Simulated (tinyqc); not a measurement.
Inside a calculation. Model: potential-pH (Pourbaix) lines of a metal, its cation, its oxide and an oxyanion, with a complexing ligand. Computed by tinyqc, a small Python program that keeps every step. Command: `OMP_NUM_THREADS=1 python tinyqc.py 3003961 3003962 out.jsonl pourb walk`. One thread of a shared host (Intel(R) Xeon(R) Processor @ 2.30GHz), about 0.01 s of CPU time with the checks. Intermediate numbers are printed to about 6 digits and carried at full precision; extremes and crossings named in words are read from the listed rows.

Potentials are against the standard hydrogen electrode; solids and water have unit activity; dG_f of M, H+ and the electron is zero; F = e N_A and s = R T ln(10)/F. The cation carries z = 3.

Inputs (values chosen for the exercise, modelled on gallium):
```
quantity,value,unit
dG_f of the cation,-160.7,kJ/mol
dG_f of the oxide,-999.77,kJ/mol
dG_f of the oxyanion,-542.78,kJ/mol
dG_f of water,-237.14,kJ/mol
temperature T,298.15,K
log10 of the dissolved activity a,-3,-
pH,11,-
potential E,1,V
log10 of the stability constant beta of ML,7.5,-
pKa of HL,7.1,-
total ligand c_L,0.0038,mol/L
limiting current density i_L,0.00039,A/cm^2
molar volume V_m,11.8,cm^3/mol
```

Species: M, M3+, M2O3, MO2(-).

exchange current densities, metal and cathodic (A/cm^2): [1.5e-05, 1e-10]

Tafel slopes, anodic and cathodic (mV/decade): [75, 95]

Constants: R = 8.314462618 J/(mol K); e = 1.602176634e-19 C; N_A = 6.02214076e+23 1/mol.

## Standard potentials

M3+ + 3e = M; (1/2) M2O3 + 3H+ + 3e = M + (3/2) H2O; MO2(-) + 4H+ + 3e = M + 2H2O. For each, E0 = -dG/(z F), and E = E0 + (s/z) log10 a - (s n_H/z) pH, with no activity term for the oxide.

s = 0.0591593 V

E0 (V): cation -0.555179, oxide -0.498090, oxyanion -0.236651

The metal is less noble than hydrogen.

## Vertical lines

Two oxidised species coexist where their lines against the metal cross: pH1 (cation/oxide) = [E0(oxide) - E0(cation)]/s - (log10 a)/z; pH2 (oxide/oxyanion) = {[E0(oxyanion) - E0(oxide)]/s + (log10 a)/z}/(4/z - 1).

pH1 = 1.96502

pH2 = 10.2577

width of the oxide field, pH2 - pH1 = 8.29267

The oxide is stable from pH 1.97 to 10.26; each decade less of dissolved metal narrows this field by 1.33 pH units.

## The stable species at (pH, E)

The metal is stable below the lowest of the three lines; above it, the species of the lowest line is stable. Water lines at 1 bar: hydrogen E = -s pH, oxygen E = -dG_f(water)/(2F) - s pH.

lines at this pH (V): cation -0.61434, oxide -1.14884, oxyanion -1.16348

upper limit of immunity = -1.16348 V

hydrogen line = -0.650753 V

oxygen line = 0.578139 V

E above the limit of immunity = 2.16348 V

Stable here: the oxyanion (corrosion). The point lies outside the stability range of water. Water itself can oxidise the metal at this pH. Caution: other oxidation states, hydroxides and hydrides are left out, and the lines say nothing of rates.

## A complexing ligand

The free ligand is c_L/(1 + 10^(pKa - pH)) (ligand in excess); dissolved metal is a in all, so the free cation is a/alpha, alpha = 1 + beta [L]; the cation line drops by (s/z) log10 alpha.

free ligand = 0.00379952 mol/L

log10 alpha = 5.07973

cation line with ligand = -0.714510 V

that line less the oxide line = 0.434332 V

The oxide still lies below the complexed cation at this pH. Caution: the ligand is not in tenfold excess over the metal, as assumed.

## Mixed potential with oxygen reduction

Anodic i = i0a 10^((E - E_a)/b_a) with E_a the cation line with ligand; cathodic i = i0c 10^((E_c - E)/b_c) with E_c the oxygen line; supply caps the cathodic current, 1/i_c = 1/i(Tafel) + 1/i_L. E_corr makes the two currents equal. Without the cap it would be [b_c E_a + b_a E_c + b_a b_c log10(i0c/i0a)]/(b_a + b_c). Rate = i V_m/(z F). Films are left out.

E_corr without the cap = -0.361163 V

corrosion potential E_corr = -0.608387 V

corrosion current density = 3.90000e-04 A/cm^2

i/i_L = 0.999999

etch rate = 9.53926 nm/min

The current sits at the supply limit: stirring or more oxidant, not the ligand, sets the rate. Caution: at this pH the oxyanion, not the cation, is the stable product, so this anodic line is not the one that acts.

## The diagram with and without ligand

The formulas are those given above.

Lines against the metal (V); the species with the lowest line is stable above it:
```
pH,cation,oxide,oxyanion,stable above,cation with ligand,"stable above, ligand"
0,-0.614339,-0.49809,-0.29581,cation,-0.614420,dissolved
2,-0.614339,-0.61641,-0.45357,oxide,-0.620078,dissolved
4,-0.614339,-0.73473,-0.61133,oxide,-0.653462,oxide
5,-0.614339,-0.79389,-0.69021,oxide,-0.673041,oxide
6,-0.614339,-0.85305,-0.76908,oxide,-0.692166,oxide
7,-0.614339,-0.91220,-0.84796,oxide,-0.707532,oxide
8,-0.614339,-0.97136,-0.92684,oxide,-0.713496,oxide
9,-0.614339,-1.03052,-1.00572,oxide,-0.714404,oxide
10,-0.614339,-1.08968,-1.08460,oxide,-0.714500,oxide
12,-0.614339,-1.20800,-1.24236,oxyanion,-0.714511,oxyanion
14,-0.614339,-1.32632,-1.40012,oxyanion,-0.714511,oxyanion
```

Without ligand the oxide holds 8 of the eleven rows (pH 2 to 10), with it 7 (pH 4, 5, 6, 7, 8, 9, 10). The ligand acts once beta [L] exceeds 1, from pH = pKa - log10(beta c_L) = 2.0 on; its line then falls by at most s/z per pH unit and flattens beyond pKa, 0.100 V below the free cation at most. The oxide line falls faster, by s per pH unit, so the oxide takes over again at higher pH.

Checks made by the program: the lines cross at pH1 and pH2 (relative difference below 1e-10).
